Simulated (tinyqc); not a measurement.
Two branches across an indirect gap: complex band structure along [001] in sp3s* tight binding.

For k = (0, 0, kz) the phase sums are g0 = cos(phi) and g3 = i sin(phi), phi = kz a/4, and the s, pz, s* orbitals of anion (a) and cation (c) decouple from px, py. With z = exp(i phi), H(z) = H0 + z T + T^T/z for any complex z. H0 is diagonal (Esa, Epa, Exa, Esc, Epc, Exc). The anion-cation block is B(z) = z U + W/z and the cation-anion block z W^T + U^T/z, where U has Vss/2 (s,s), Vsapc/2 (s,z), -Vscpa/2 (z,s), Vxx/2 (z,z), Vxapc/2 (s*,z), -Vpaxc/2 (z,s*), and W has the same values with the s-z and s*-z signs reversed. |z| = 1 is a band state, |z| < 1 decays along [001] as exp(-kappa d) over a distance d, kappa = -(4/a) ln|z|. No spin-orbit coupling.

Values chosen for the exercise (out of a larger set: near a published set for Si, fitted to gaps, whose masses and valley positions are rough (light masses up to twice too heavy); not measured data): p = (-4.184, 1.71, -4.184, 1.71, 6.707, 6.707, -8.285, 1.708, 4.588, 5.749, 5.749, 5.389, 5.389) eV (order Esa, Epa, Esc, Epc, Exa, Exc, Vss, Vxx, Vxy, Vsapc, Vscpa, Vxapc, Vpaxc); a = 5.434 angstrom (lattice constant); Eg = 1.177 eV (top of the energy range, the indirect gap).

Ev = 0.00200 eV

The smallest kappa with Re kz = 0 and the smallest with Re kz > 0, at energies E from Ev; a dash: no such root.

Decay constants:
```
E/Eg  E (eV)  kappa at Gamma (1/angstrom)  kappa off Gamma (1/angstrom)  its Re kz (2 pi/a)
0.05  0.0588                       0.0523                        0.4444               0.720
0.20  0.2354                       0.1027                        0.4107               0.721
0.35  0.4119                       0.1334                        0.3728               0.722
0.50  0.5885                       0.1564                        0.3294               0.724
0.65  0.7651                       0.1748                        0.2777               0.725
0.80  0.9416                       0.1900                        0.2116               0.727
0.90  1.0593                       0.1987                        0.1504               0.728
0.97  1.1417                       0.2042                        0.0825               0.728
```

What can be read from this table?

The branch from the valence band at Gamma decays more slowly below E/Eg of about 0.83, and the branch from the conduction valley above. The two differ in Re kz, so passing from one to the other needs kz from an abrupt interface, a steep field, a phonon or a defect. Valleys off the [001] axis, such as L, are not seen on these branches.

tinyqc: `OMP_NUM_THREADS=1 python tinyqc.py 1481205 1481206 out.jsonl`; about 0.01 s, one thread, shared Intel(R) Xeon(R) Processor @ 2.30GHz.
